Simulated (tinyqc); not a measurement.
What each parameter does: parabolic quantum dot in a magnetic field (Fock-Darwin).

Two dimensions, V = m w0^2 r^2/2, one valley. hbar wc = 2 muB B/m, W = sqrt(w0^2 + wc^2/4), E(n, l, s) = (2n + |l| + 1) hbar W - l hbar wc/2 + s gs muB B, n = 0, 1, ..., l = 0, +/-1, ..., s = +/-1/2; length lam = sqrt(2c/(m hbar W)), c = hbar^2/2m0.

Exact treatment: the centre of mass separates with energy W, and the relative motion obeys [-(2c/m) Laplacian + (2c/m) r^2/(2 lam^2)^2 + q/(eps r)] psi = e_l psi for angular number l, solved in 14 Gaussians r^l exp(-a r^2), a = 1.7^i/(4 lam^2), i = -3 to 10. E(S) = W + e_0, E(T) = W + e_1 - wc/2 - Ez.

Constants: muB = 5.788381798e-05 eV/T; hbar^2/2m0 = 3.80998211 eV angstrom^2; e^2/(4 pi eps0) = 14.39964547 eV angstrom.

Parameters, chosen for this exercise (near those of a gate-defined dot in GaAs; not measured data):
- m = 0.0681 m0 (mass)
- gs = -0.44 (g factor)
- w0 = 6.1 meV (confinement energy hbar w0)
- B = 1.3 T (magnetic field)
- eps = 12.7 (dielectric constant)

The two modes W +/- wc/2, lam and the exact E(T) - E(S), with q = e^2/(4 pi eps0) and Ez = |gs| muB B.

Results for these values:

| case | upper mode (meV) | lower mode (meV) | lam (angstrom) | E(T) - E(S) (meV) |
|---|---|---|---|---|
| base | 7.304 | 5.094 | 134.3 | 2.07 |

What happens to each result for B = 1.95 T, all else kept?

Answer: upper mode rises from 7.304 to 7.979; lower mode falls from 5.094 to 4.664; lam falls from 134.3 to 133.0; E(T) - E(S) falls from 2.07 to 1.58.

The same for each parameter in turn:

| case | upper mode (meV) | lower mode (meV) | lam (angstrom) | E(T) - E(S) (meV) |
|---|---|---|---|---|
| base | 7.304 | 5.094 | 134.3 | 2.07 |
| B = 1.95 T | 7.979 | 4.664 | 133.0 | 1.58 |
| w0 = 4.88 meV | 6.109 | 3.899 | 149.5 | 1.32 |
| m = 0.0783 m0 | 7.136 | 5.214 | 125.5 | 2.09 |
| gs = -0.66 | 7.304 | 5.094 | 134.3 | 2.06 |
| eps = 10.8 | 7.304 | 5.094 | 134.3 | 1.82 |

Computed by tinyqc, a small Python program: `OMP_NUM_THREADS=1 python tinyqc.py 1252201 1252202 out.jsonl` (the numbers bound the seed that draws the inputs); one thread of a shared host (Intel(R) Xeon(R) Processor @ 2.30GHz), about 0.04 s for the whole set of steps.
